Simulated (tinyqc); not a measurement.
Band-to-band tunnelling across a p-n junction in a two-band chain: one step. WKB for the same field. Three cases, with inputs chosen for the exercise.

Task: T = exp(-2 I/F), I = integral of q de across the gap. Continuum: q = sqrt(Eg^2/4 - e^2)/(t a), I = pi Eg^2/(8 t a). Lattice: q from the cosh formula, 12 Gauss-Legendre points in u with e = (Eg/2) sin(u), u from -pi/2 to pi/2. F in V/angstrom is the value in MV/cm over 100.

Sites alternate A at -Eg/2 and C at +Eg/2 with hopping -t; near the edges, with k counted from the zone boundary pi/a, E^2 = (Eg/2)^2 + (t a k)^2, so t = sqrt(c Eg/m)/a gives the mass m, c = hbar^2/2m0. In the gap cosh(q a) = 1 + (Eg^2/4 - e^2)/(2 t^2), e the energy from the local mid-gap. The potential is V0 = Eg + ov on the p side (left), 0 on the n side, and falls linearly over the 2N sites of the junction, V_j = V0 (1 - j/(2N + 1)), j = 1 to 2N, site 1 being A. E = Eg/2 + x ov. A half chain that ends on a site of level e1 with neighbour e2 has g = (1 + z)/(E - e1), z = exp(-/+ i k a) the root with Im g < 0, cos(k a) = (E - e1)(E - e2)/(2 t^2) - 1. S_L = t^2 g (ending on C, shifted by V0), S_R = t^2 g (starting on A). T = 4 Im(S_L) Im(S_R) |G_(1,2N)|^2.

Constants: hbar^2/2m0 = 3.80998211 eV angstrom^2.

Case 1.

Values chosen (gap and mass near those of InAs; not measured data): Eg = 0.368 eV (gap); m = 0.0227 m0 (mass of electron and light hole); a = 5 angstrom (period (two sites)); ov = 0.28 eV (overlap: top of the valence band on the p side above the conduction edge on the n side).

F = 2.35636 MV/cm

Case 2.

Values chosen (gap and mass near those of Ge (direct gap); not measured data): Eg = 0.787 eV (gap); m = 0.0408 m0 (mass of electron and light hole); a = 5 angstrom (period (two sites)); ov = 0.45 eV (overlap: top of the valence band on the p side above the conduction edge on the n side).

F = 7.06857 MV/cm

Case 3.

Values chosen (gap and mass near those of GaSb; not measured data): Eg = 0.719 eV (gap); m = 0.0431 m0 (mass of electron and light hole); a = 5 angstrom (period (two sites)); ov = 0.46 eV (overlap: top of the valence band on the p side above the conduction edge on the n side).

F = 5.24000 MV/cm

Give: I; T by WKB.

Result:

Case 1.

I (eV/angstrom): continuum 0.006767, lattice 0.006764

T by WKB: continuum 0.5631, lattice 0.5632

The chain gives 0.5545, 0.985 times the lattice WKB value; the exponent is only 0.57, and reflections at the two kinks of the potential count.

Case 2.

I (eV/angstrom): continuum 0.028372, lattice 0.028326

T by WKB: continuum 0.4481, lattice 0.4487

The chain gives 0.4637, 1.034 times the lattice WKB value; the exponent is only 0.80, and reflections at the two kinks of the potential count.

Case 3.

I (eV/angstrom): continuum 0.025464, lattice 0.025424

T by WKB: continuum 0.3784, lattice 0.3789

The chain gives 0.4241, 1.119 times the lattice WKB value; the exponent is only 0.97, and reflections at the two kinks of the potential count.

Computed by tinyqc, one run a case: `OMP_NUM_THREADS=1 python tinyqc.py N N+1 out.jsonl` with N = 1450883, 1450989, 1451564; one thread of a shared Intel(R) Xeon(R) Processor @ 2.30GHz, about 0.01 s a run at most.
